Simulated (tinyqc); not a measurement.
Carrier lifetime of an n-type layer with SRH, radiative, Auger and surface recombination: one step of the calculation.

Uniform excess density dn = dp (no trapping), n = n0 + dn, p = p0 + dn, Boltzmann statistics, full ionisation. Surfaces enter as a rate 2 S dn/d, which holds while diffusion to them is fast.

Question. Lifetime, shares and quasi-Fermi splitting. With e = n p - ni^2 = dn (n0 + p0 + dn): U_SRH = e/(tp0 (n + n1) + tn0 (p + p1)), U_rad = B e, U_Aug = (Cn n + Cp p) e, U_s = 2 S dn/d. tau = dn/U, shares of U, splitting Vt ln(n p/ni^2), radiative efficiency U_rad/U.

Parameters, values chosen for the exercise; band and dielectric values close to those of silicon: temperature T = 400 K; radiative coefficient B = 4.67e-15 cm^3/s; Auger coefficient (two electrons) Cn = 3.7e-31 cm^6/s; Auger coefficient (two holes) Cp = 2.4e-31 cm^6/s; surface recombination velocity (both faces) S = 3 cm/s; sample thickness d = 6 um.

Constants: q = 1.602176634e-19 C, kB = 1.380649e-23 J/K, Vt = kB T/q. Results are converted to the units shown.

converged dn = 4.7000355e16 cm^-3
ni = 4.2078442e12 cm^-3
n0 = 1.8000098e15 cm^-3
p0 = 9.8365866e9 cm^-3
n1 = 2.6178051e8 cm^-3
p1 = 6.7636634e16 cm^-3
tn0 = 4.6685341e-6 s
tp0 = 1.0893246e-4 s

Find: tau; shares; quasi-Fermi splitting.

Answer.

tau = 5.000e-5 s
shares (%): SRH 41.70, radiative 1.14, Auger 7.16, surface 50.00
quasi-Fermi splitting = 0.6439 V

Surface recombination takes the largest share. dn is 26 times the doping: high injection.

Numbers from tinyqc (`OMP_NUM_THREADS=1 python tinyqc.py 2300056 2300057 out.jsonl`; about 0.01 s on one thread of a shared Intel Xeon 2.30GHz).
